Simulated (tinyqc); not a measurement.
Worked calculation: k.p theory built from an empirical-pseudopotential calculation at Gamma. Values are carried at full precision from step to step, so a last printed digit may differ when a step is redone from the rounded ones.

Empirical pseudopotential on the fcc lattice, atoms at +/- tau, tau = a (1,1,1)/8, no spin-orbit coupling. H(G,G') = c (2 pi/a)^2 |k + G|^2 delta + VS(q) cos(q.tau) + i VA(q) sin(q.tau), q = G - G', c = hbar^2/2m0; k and G in units of 2 pi/a; VS at |q|^2 = 3, 8, 11 and VA at 3, 4, 11, in rydberg, zero elsewhere. The basis is fixed: all 65 G with |G|^2 up to Gcut. Energies are counted from the fourth level at Gamma.

Constants: hbar^2/2m0 = 3.80998211 eV angstrom^2; Ry = 13.60569312 eV.

Parameters, chosen for this exercise (near those of Si; shifted at random, so the results belong to these values and not to a real crystal): a = 5.417 angstrom (lattice constant); VS = (-0.212, 0.04, 0.078) Ry (symmetric form factors); VA = (0, 0, 0) Ry (antisymmetric form factors); Gcut = 16 (2 pi/a)^2 (largest |G|^2 of the fixed basis).

## Levels at Gamma

Diagonalise H at k = 0 and group equal levels.

Multiplets at Gamma:

| multiplet | degeneracy | E (eV) |
|---|---|---|
| 1 | 1 | -12.8399 |
| 2 | 3 | 0.0000 |
| 3 | 3 | 3.3308 |
| 4 | 1 | 3.8200 |
| 5 | 1 | 7.4374 |
| 6 | 2 | 7.9116 |
| 7 | 3 | 12.3205 |
| 8 | 1 | 14.2902 |
| 9 | 3 | 27.7523 |

The lowest empty multiplet is a triplet at 3.331 eV; the lowest empty singlet (s-like) is multiplet 4.

## Mass of the s-like conduction level (multiplet 4)

For a multiplet A of d_A states, W(B) = (4 c/(3 d_A)) sum over n in A, m in B and i = x, y, z of |<n|G_i|m>|^2 (G in 1/angstrom, <n|G_i|m> = sum_G c_n(G)* G_i c_m(G)); the mean inverse mass of A is 1 + sum_B W(B)/(E_A - E_B). Multiplets with W = 0 are left out.

List the couplings (the first eight at most); W to the valence triplet is the Kane energy Ep.

Couplings:

| multiplet B | degeneracy | E_B (eV) | W (eV) | W/(E_A - E_B) |
|---|---|---|---|---|
| 2 | 3 | 0.0000 | 21.4529 | 5.6160 |
| 7 | 3 | 12.3205 | 0.0360 | -0.0042 |
| 11 | 3 | 29.2309 | 0.4742 | -0.0187 |
| 20 | 3 | 46.1242 | 0.1312 | -0.0031 |
| 22 | 3 | 46.9127 | 0.0379 | -0.0009 |
| 25 | 3 | 52.5010 | 0.0215 | -0.0004 |

sum over the higher multiplets = 0
1/m = 6.5887

Ep = 21.45 eV. The valence triplet gives 5.62, all other levels together -0.03; m = 0.1518, against 0.1511 for two levels alone.

## Valence parameters

Fold all other levels onto the valence triplet: D(u) = c + 4 c^2 sum_m <n|u.G|m><m|u.G|n'>/(0 - E_m), in units of c. Along [100] its eigenvalues are L (once) and M (twice); along [111] (L + 2M + 2N)/3 (once) and (L + 2M - N)/3 (twice). Then g1 = -(L + 2M)/3, g2 = -(L - M)/6, g3 = -N/6.

eigenvalues along [100]: -6.399  -3.704  -3.704

eigenvalues along [111]: -10.854  -1.477  -1.477

L, M, N: -6.399  -3.704  -9.377

g1, g2, g3: 4.603  0.449  1.563

With spin-orbit coupling added at fixed g1, g2, g3 and large against the hole energy these give heavy and light masses along [100] of 0.270 and 0.182. The s-like level alone adds Ep/(3E) = 1.87 to g1. Local form factors fix Ep and the gap only roughly, so these values can lie far from measured ones.

## Checks

- 1/m of the s-like level from the sum against the curvature of the band: both 6.589.
- L and M against the curvatures along [100]: largest relative difference 3.8e-07.

(tinyqc, `OMP_NUM_THREADS=1 python tinyqc.py 1081136 1081137 out.jsonl`, Intel(R) Xeon(R) Processor @ 2.30GHz, 1 thread, shared host, about 0.3 s.)
